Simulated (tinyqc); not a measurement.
CIS on RHF in the sto-3g basis, for BeH2, spin multiplicity 1, step by step. One step of it, computed by the program tinyqc.

Problem. CIS matrix, singlets. A(ia,jb) = (e_a - e_i) d_ij d_ab + 2 (ia|jb) - (ij|ab).

orbital energies (hartree): MO1 -4.524178, MO2 -0.442144, MO3 -0.403420, MO4 0.213358, MO5 0.213358, MO6 0.420155, MO7 0.840797

Two-electron integrals over orbitals (pq|rs), unique and non-zero (hartree):
```
(11|11) 2.271617    (21|11) -0.193117   (21|21) 0.025246    (22|11) 0.475027
(22|21) -0.006242   (22|22) 0.388758    (31|31) 0.005576    (32|31) 0.012789
(32|32) 0.162456    (33|11) 0.442941    (33|21) -0.002621   (33|22) 0.401668
(33|33) 0.424954    (41|41) 0.015762    (42|41) 0.015118    (42|42) 0.048499
(43|43) 0.013779    (44|11) 0.569179    (44|21) -0.007684   (44|22) 0.362860
(44|33) 0.348298    (44|44) 0.449859    (51|51) 0.015762    (52|51) 0.015118
(52|52) 0.048499    (53|53) 0.013779    (54|54) 0.024249    (55|11) 0.569179
(55|21) -0.007684   (55|22) 0.362860    (55|33) 0.348298    (55|44) 0.401360
(55|55) 0.449859    (61|11) -0.187811   (61|21) 0.025164    (61|22) -0.006419
(61|33) -0.003605   (61|44) -0.005192   (61|55) -0.005192   (61|61) 0.025244
(62|11) 0.122361    (62|21) -0.006385   (62|22) -0.020497   (62|33) -0.044506
(62|44) 0.058542    (62|55) 0.058542    (62|61) -0.004625   (62|62) 0.079741
(63|31) -0.001618   (63|32) -0.093343   (63|63) 0.084469    (64|41) 0.016347
(64|42) 0.047121    (64|64) 0.050417    (65|51) 0.016347    (65|52) 0.047121
(65|65) 0.050417    (66|11) 0.470826    (66|21) -0.006720   (66|22) 0.388781
(66|33) 0.399866    (66|44) 0.361837    (66|55) 0.361837    (66|61) -0.006371
(66|62) -0.031602   (66|66) 0.404581    (71|31) 0.010524    (71|32) 0.019425
(71|63) -0.001051   (71|71) 0.020148    (72|31) 0.003994    (72|32) -0.042112
(72|63) 0.061638    (72|71) 0.007835    (72|72) 0.056810    (73|11) 0.144848
(73|21) -0.004614   (73|22) -0.002835   (73|33) -0.019087   (73|44) 0.063932
(73|55) 0.063932    (73|61) -0.003496   (73|62) 0.075236    (73|66) -0.023496
(73|73) 0.084275    (74|43) 0.013592    (74|74) 0.016741    (75|53) 0.013592
(75|75) 0.016741    (76|31) 0.010620    (76|32) 0.141748    (76|63) -0.093584
(76|71) 0.016489    (76|72) -0.052325   (76|76) 0.139108    (77|11) 0.565374
(77|21) -0.008425   (77|22) 0.417040    (77|33) 0.434913    (77|44) 0.385891
(77|55) 0.385891    (77|61) -0.008348   (77|62) -0.029157   (77|66) 0.425970
(77|73) -0.004642   (77|77) 0.475102
```

Give: CIS matrix A, singlet.

Solution.

CIS matrix A, singlet (hartree):
```
        1>4     1>5      1>6      1>7     2>4     2>5      2>6      2>7
1>4  4.1999  0.0000   0.0000   0.0000  0.0379  0.0000   0.0000   0.0000
1>5  0.0000  4.1999   0.0000   0.0000  0.0000  0.0379   0.0000   0.0000
1>6  0.0000  0.0000   4.5240   0.0000  0.0000  0.0000  -0.0025   0.0000
1>7  0.0000  0.0000   0.0000   4.8399  0.0000  0.0000   0.0000   0.0241
2>4  0.0379  0.0000   0.0000   0.0000  0.3896  0.0000   0.0000   0.0000
2>5  0.0000  0.0379   0.0000   0.0000  0.0000  0.3896   0.0000   0.0000
2>6  0.0000  0.0000  -0.0025   0.0000  0.0000  0.0000   0.6330   0.0000
2>7  0.0000  0.0000   0.0000   0.0241  0.0000  0.0000   0.0000   0.9795
3>4  0.0000  0.0000   0.0000   0.0000  0.0000  0.0000   0.0000   0.0000
3>5  0.0000  0.0000   0.0000   0.0000  0.0000  0.0000   0.0000   0.0000
3>6  0.0000  0.0000   0.0000  -0.0127  0.0000  0.0000   0.0000  -0.0185
3>7  0.0000  0.0000  -0.0176   0.0000  0.0000  0.0000   0.0087   0.0000

        3>4     3>5      3>6      3>7
1>4  0.0000  0.0000   0.0000   0.0000
1>5  0.0000  0.0000   0.0000   0.0000
1>6  0.0000  0.0000   0.0000  -0.0176
1>7  0.0000  0.0000  -0.0127   0.0000
2>4  0.0000  0.0000   0.0000   0.0000
2>5  0.0000  0.0000   0.0000   0.0000
2>6  0.0000  0.0000   0.0000   0.0087
2>7  0.0000  0.0000  -0.0185   0.0000
3>4  0.2960  0.0000   0.0000   0.0000
3>5  0.0000  0.2960   0.0000   0.0000
3>6  0.0000  0.0000   0.5926   0.0000
3>7  0.0000  0.0000   0.0000   0.9779
```
